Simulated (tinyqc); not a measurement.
A barrier in a uniform field, exact transmission by Airy functions: effect of the width at fixed voltage.

The left lead has its band edge at 0, the barrier edge falls as U(x) = U0 - F x with F = V/d for 0 < x < d, and the right lead has its edge at -V. No transverse momentum; C = hbar^2/(2 m0); psi and psi'/m are continuous. M carries (psi, psi'/m) across the barrier.

Energy scale e = (C F^2/m1)^(1/3), z(x) = (U(x) - E)/e, s = (dz/dx)/m1 = -F/(e m1); v = k/m in a lead. With a = Ai, a' = Ai', b = Bi, b' = Bi' at z1 (left edge) and z2 (right edge): M11 = pi (a2 b1' - b2 a1'), M12 = (pi/s)(b2 a1 - a2 b1), M21 = pi s (a2' b1' - b2' a1'), M22 = pi (b2' a1 - a2' b1). With M acting on (psi, psi'/m) and v = k/m in each lead, T(E) = 4 vL vR/[(vL vR M12 - M21)^2 + (vR M11 + vL M22)^2]. WKB: exp(-S), S = (4/(3 F)) sqrt(m1/C) [max(U0 - E, 0)^1.5 - max(U0 - F d - E, 0)^1.5].

Inputs (values chosen for the exercise); masses and offsets close to those of GaN wells and AlGaN barriers; the mass of the right lead is set freely:
- mL = 0.2 m0 (mass in the left lead)
- U0 = 0.61 eV (barrier edge at x = 0)
- m1 = 0.26 m0 (mass in the barrier)
- E = 0.18 eV (electron energy)
- V = 0.34 V (voltage across the barrier)
- mR = 0.24 m0 (mass in the right lead)

Constants: q = 1.602176634e-19 C, hbar = 1.054571817e-34 J s, m0 = 9.1093837015e-31 kg, hbar^2/(2 m0) = 0.0380998212 eV nm^2. Results are converted to the units shown.

Results:

| d (nm) | T(E), exact | exp(-S) | ratio |
|---|---|---|---|
| 1.4 | 0.08022 | 0.02581 | 3.108 |
| 1.9 | 0.02174 | 0.006993 | 3.109 |
| 2.4 | 0.005803 | 0.001894 | 3.063 |
| 2.8 | 0.002016 | 6.664e-4 | 3.026 |
| 3.7 | 1.878e-4 | 6.350e-5 | 2.958 |
| 4.2 | 5.040e-5 | 1.720e-5 | 2.930 |
| 4.6 | 1.761e-5 | 6.051e-6 | 2.910 |

Estimate the missing row, d = 3.3 nm.

Computed row:

| d (nm) | T(E), exact | exp(-S) | ratio |
|---|---|---|---|
| 3.3 | 5.389e-4 | 1.805e-4 | 2.985 |

With this row back in the table: The exact T(E) falls from 0.0802 to 1.76e-5, on average 1.14 decades a nanometre; WKB loses 1.13, the same in every interval because S is proportional to d at fixed V. The ratio lies between 2.91 and 3.11.

Range of the model: Masses are held fixed, although real bands cease to be parabolic a few tenths of an eV from their edges.

tinyqc, about 0.01 s, one thread, Intel Xeon 2.30GHz (shared host): `OMP_NUM_THREADS=1 python tinyqc.py 2580108 2580109 out.jsonl`
